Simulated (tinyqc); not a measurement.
Crystal pulling from the melt: segregation, interface stability, heat balance and point-defect regime: one step, computed by the program tinyqc.

A dilute solute; steady pulling with a flat interface unless it is found unstable.

Task: Concentration at the frozen fraction g. Axial profile: C_s = k_eff C0 (1 - g)^(k_eff - 1); bulk melt C_L = C_s/k_eff. Usable fraction: the g at which C_s has changed by 30 % from its first value (0.99 at most).

Inputs (values chosen for the exercise, for a model semiconductor): initial melt concentration C0 = 1.9e+19 1/cm^3; frozen fraction g = 0.46.

Loss from the melt surface: none.

k_eff = 0.05366535

Give: C_s; C_L; usable fraction.

Result:

C_s = 1.827e+18 1/cm^3

C_L = 3.404e+19 1/cm^3

usable fraction = 0.2421

C_s rises along the crystal.
